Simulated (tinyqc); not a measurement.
Choosing the offset: vacuum evaporation: vapour pressure, source flux, thickness distribution, purity and step coverage. Computed by tinyqc, a small Python program. Command: `OMP_NUM_THREADS=1 python tinyqc.py 3112658 3112659 out.jsonl evap walk`. One thread of a shared host (Intel(R) Xeon(R) Processor @ 2.30GHz), about 0.01 s of CPU time with the checks.

Molecular flow, unit sticking of the metal, no re-evaporation. The background gas is taken as water vapour (18.015 g/mol, collision diameter 0.37 nm) at 300 K.

Inputs (values chosen for the exercise, modelled on gallium, with constants for the liquid): directionality n = 4; source-to-wafer distance h = 36 cm; wafer radius R = 15 cm.

Method. Rotating wafer, source offset by s and facing upwards: thickness at radius r is the mean over the angle a of (1 + (r^2 + s^2 - 2 r s cos a)/h^2)^(-(n + 3)/2), by 360 equal steps; non-uniformity (max - min)/(max + min) over 21 radii from 0 to R. The curvature at the centre vanishes at s/h = sqrt(2/(n + 3)).

Against the offset:
```
s/h  centre thickness  edge over centre  non-uniformity (%)
0.0            1.0000            0.5710              27.304
0.2            0.8717            0.6277              22.872
0.4            0.5948            0.7884              11.832
0.5            0.4579            0.8964               5.463
0.6            0.3409            1.0116               1.143
0.7            0.2477            1.1238               5.829
0.8            0.1770            1.2243              10.083
0.9            0.1254            1.3070              13.307
1.1            0.0623            1.4120              17.081
```

What does the comparison show, and why?

The best row, s/h = 0.6, has 1.1 % against 27 % on the axis, at the price of a rate lower by a factor 2.93; the small-wafer optimum is sqrt(2/(n + 3)) = 0.53.

Extremes, crossings and ranges named in words are read from the listed rows.
